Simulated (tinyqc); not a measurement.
Off-state leakage of single and stacked transistors: two steps of the calculation.

n-channel devices of unit width. Subthreshold current I(Vg, Vs, Vd) = I0 (T/300 K)^0.5 exp[(Vg - Vs - VT(T) - gb (Vs - Vb) + dd (Vd - Vs))/(nf Vt)] (1 - exp(-(Vd - Vs)/Vt)), VT(T) = VT - cT (T - 300 K). Gate-edge tunnelling Ig (Vd/1 V) exp(ag (Vd - 1 V)), for a gate at 0 V, and band-to-band leakage Ab u exp(-Bb/u), u = Vd - Vb + 1 V, flow at a drain held at V; both are taken as independent of T. In a stack of off transistors (all gates at 0 V) the same subthreshold current passes through each.

Parameters, values chosen for the exercise; values of the order met in bulk silicon logic transistors:
```
symbol  value       unit                                             meaning
T         330          K                                         temperature
V         0.8          V                                      supply voltage
VT        0.3          V        threshold at 300 K, zero drain and body bias
cT        0.7       mV/K              fall of the threshold with temperature
I0       0.44      uA/um                       current at threshold at 300 K
nf        1.4                                                   slope factor
dd        0.1                                drain-induced lowering per volt
gb       0.18             rise of the threshold per volt of source-body bias
Ig       9e-6      uA/um                 gate-edge tunnelling current at 1 V
ag        5.9        1/V               exponential slope of the gate current
Ab        300  uA/(um V)      prefactor of band-to-band leakage at the drain
Bb         23          V                             its exponential voltage
Vb       -0.3          V                                        body voltage
```

Constants: q = 1.602176634e-19 C, kB = 1.380649e-23 J/K, Vt = kB T/q. Results are converted to the units shown.

Task 1. Leakage of one transistor. Vg = Vs = 0, Vd = V; effective threshold VT(T) - gb Vb - dd V.

Give: effective threshold; parts; total; shares.

Result 1.

effective threshold = 0.2530 V
parts (nA/um): subthreshold 0.8022, gate edge 0.002212, band-to-band 11.04
total = 11.84 nA/um
shares (%): subthreshold 6.775, gate edge 0.01869, band-to-band 93.21

The band-to-band part is the largest.

Task 2. New Vx. Stack of two, Vx the node between them: I_low = I(0, 0, Vx), I_up = I(0, Vx, V), f = ln(I_up/I_low), f' = -(1 + gb + 2 dd)/(nf Vt) - 1/(Vt (exp(Vx/Vt) - 1)) - 1/(Vt (exp((V - Vx)/Vt) - 1)), Vx(new) = Vx - f/f'.

Vx at the start = 0.058 V

Wanted: I_low; I_up; f; f'; Vx after iteration 1.

Result 2.

I_low = 0.1082 nA/um
I_up = 0.1243 nA/um
f = 0.1384
f' = -39.92 1/V
Vx after iteration 1 = 0.06147 V

Computed by the program tinyqc: `OMP_NUM_THREADS=1 python tinyqc.py 2242119 2242120 out.jsonl`, one thread of a shared Intel Xeon 2.30GHz, about 0.03 s for the whole run.
